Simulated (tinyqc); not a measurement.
# From cohesive energy E_c back to hopping xi

Model: Gupta-type many-body potential for a metal. Computed by tinyqc, a small Python program. Command: `OMP_NUM_THREADS=1 python tinyqc.py 3027591 3027592 out.jsonl gupta inv`. One thread of a shared host (Intel(R) Xeon(R) Processor @ 2.30GHz), about 0.04 s of CPU time with the checks.

E_i = sum_j A exp(-p (r_ij/r0 - 1)) - xi rho_i^gamma, with rho_i = sum_j exp(-2 q (r_ij/r0 - 1)); gamma = 1/2 is the tight-binding second-moment form. The crystal is fcc unless stated; d is the neighbour distance and a fixed number of shells is kept.

Inputs (values chosen for the exercise, for a model metal): repulsion A = 0.166 eV; decay p = 10.6; decay q = 3.85; reference distance r0 = 2.749 angstrom; shells kept = 3; embedding exponent gamma = 0.6.

Constants: 1 eV/angstrom^3 = 160.2176634 GPa.

Method. fcc shells: d sqrt(k), k = 1..5, with 12, 6, 24, 12, 24 atoms; Omega = d^3/sqrt2. Equilibrium: dE/dd = 0; B = d^2 E''(d)/(9 Omega).

Task: A run gave the result below. Find the hopping xi, known to lie between 0.67 and 2.1 eV.

cohesive energy E_c = 3.170846 eV

Result:

Each step takes the trial c = (a f_b - b f_a)/(f_b - f_a), f being the result less the target and a, b, c the logarithms of the listed values; c replaces end b, the old b replaces a if the sign of f changed, and otherwise f_a is halved.

Scan of the range:
```
hopping xi (eV)  cohesive energy E_c (eV)
0.670                             1.22754
0.811                             1.72592
0.981                             2.42435
1.190                             3.42378
1.430                             4.75617
1.740                             6.75915
2.100                             9.47061
```

False position (Illinois rule, in the logarithm of the input) inside the bracket:
```
step    end a    end b    trial  cohesive energy E_c (eV)
1     0.98100  1.19000  1.13323                   3.13727
2     1.19000  1.13323  1.13974                   3.16956
3     1.19000  1.13974  1.14024                   3.17202
4     1.13974  1.14024  1.14000                   3.17085
5     1.14024  1.14000  1.14000                   3.17085
```

Cohesive energy E_c rises at every point of a 13-point scan of the range (every second point is shown), so one value fits; it is bracketed by 0.981 and 1.19. Answer: hopping xi = 1.140 eV.
